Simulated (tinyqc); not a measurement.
# Minority carriers and saturation current of a heavily doped emitter: effects of single changes

n-type, parabolic bands, full ionisation. eta = (EF - Ec)/kB T solves N = Nc F12(eta), F12(x) = (2/sqrt(pi)) int_0^infinity sqrt(u)/(1 + exp(u - x)) du. The gap shrinks rigidly by dEg = E1 [ln(N/N0) + sqrt(ln^2(N/N0) + 0.5)], an empirical law that is here taken as the true narrowing.

Parameters, values chosen for the exercise; band and dielectric values close to those of silicon:
- T = 400 K (temperature)
- Eg = 1.12 eV (band gap)
- Nc = 4.39e19 cm^-3 (conduction-band density of states at 400 K)
- Nv = 4.1e19 cm^-3 (valence-band density of states at 400 K)
- N = 5.3e19 cm^-3 (ionised donor density)
- E1 = 9 meV (energy of the narrowing law)
- N0 = 1.1e17 cm^-3 (density of the narrowing law)
- mup = 190 cm^2/(V s) (minority-hole mobility)
- Cn = 2.5e-31 cm^6/s (Auger coefficient)
- ts = 6.8 us (defect lifetime)
- W = 91 nm (emitter width)

Constants: q = 1.602176634e-19 C, kB = 1.380649e-23 J/K, Vt = kB T/q. Results are converted to the units shown.

Each table varies one quantity; the others keep the values above.

## Approximations to the Fermi level

With u = N/Nc: Boltzmann ln u; Joyce-Dixon ln u + 0.353553 u - 4.95009e-3 u^2 + 1.48386e-4 u^3 - 4.42563e-6 u^4; degenerate limit (3 sqrt(pi) u/4)^(2/3). The Einstein ratio is D/(mu Vt) = F12/Fm, Fm(x) = dF12/dx = (1/sqrt(pi)) int_0^infinity u^(-1/2)/(1 + exp(u - x)) du.

Approximations to the Fermi level:

| N (cm^-3) | N/Nc | eta | Boltzmann | Joyce-Dixon | degenerate | D/(mu Vt) |
|---|---|---|---|---|---|---|
| 2.7e18 | 0.061503 | -2.7669 | -2.7887 | -2.7669 | 0.18838 | 1.0217 |
| 5.7e18 | 0.12984 | -1.9956 | -2.0414 | -1.9956 | 0.31000 | 1.0457 |
| 1.2e19 | 0.27335 | -1.2007 | -1.2970 | -1.2007 | 0.50922 | 1.0959 |
| 2.7e19 | 0.61503 | -0.27047 | -0.48608 | -0.27047 | 0.87436 | 1.2138 |
| 5.8e19 | 1.3212 | 0.73733 | 0.27853 | 0.73733 | 1.4557 | 1.4508 |
| 1.2e20 | 2.7335 | 1.9378 | 1.0056 | 1.9378 | 2.3636 | 1.9006 |
| 2.7e20 | 6.1503 | 3.8328 | 1.8165 | 3.8319 | 4.0584 | 2.8823 |
| 5.8e20 | 13.212 | 6.6301 | 2.5811 | 6.5955 | 6.7567 | 4.5962 |
| 1.3e21 | 29.613 | 11.500 | 3.3882 | 9.9671 | 11.572 | 7.7639 |

What does the comparison show?

Boltzmann is within 0.1 of eta up to N/Nc = 0.27, Joyce-Dixon within 0.01 up to 6.2, and the degenerate limit is off by 0.072 in the last row. The Einstein ratio rises from 1.02 to 7.76: degenerate carriers diffuse faster for the same mobility.

## Effect of the contact

ni = sqrt(Nc Nv) exp(-Eg/(2 Vt)), Eg in volts; degeneracy factor g = F12(eta) exp(-eta); nie^2 = ni^2 exp(dEg/kB T) g, p0 = nie^2/N; apparent narrowing dEg + kB T ln g. 1/tau = Cn N^2 + 1/ts, D = mup Vt, L = sqrt(D tau); J0 = (q p0 D/L)(s + tanh(W/L))/(1 + s tanh(W/L)), s = S L/D; the share recombining inside is 1 - 1/[cosh(W/L)(1 + tanh(W/L)/s)].

Effect of the contact:

| S (cm/s) | J0 (fA/cm^2) | share inside (%) |
|---|---|---|
| 80 | 4.5420e6 | 98.766 |
| 340 | 4.7233e6 | 94.958 |
| 1500 | 5.5306e6 | 81.032 |
| 6200 | 8.7753e6 | 50.906 |
| 26000 | 2.1996e7 | 20.041 |
| 1.1e5 | 7.1087e7 | 5.8945 |
| 4.8e5 | 2.0563e8 | 1.7469 |
| 2.1e6 | 3.7929e8 | 0.74365 |
| 8.8e6 | 4.6994e8 | 0.51448 |

J0 rises from 4.54e6 to 4.70e8 fA/cm^2, between the limits q p0 (D/L) tanh(W/L) = 4.49e6 and q p0 (D/L) coth(W/L) = 5.08e8; W/L = 0.094, so passivating the contact can gain at most a factor of 113.

Range of the model: Band tails, non-parabolic bands and incomplete ionisation are left out.

Numbers from tinyqc (`OMP_NUM_THREADS=1 python tinyqc.py 2330079 2330080 out.jsonl`; about 0.01 s on one thread of a shared Intel Xeon 2.30GHz).
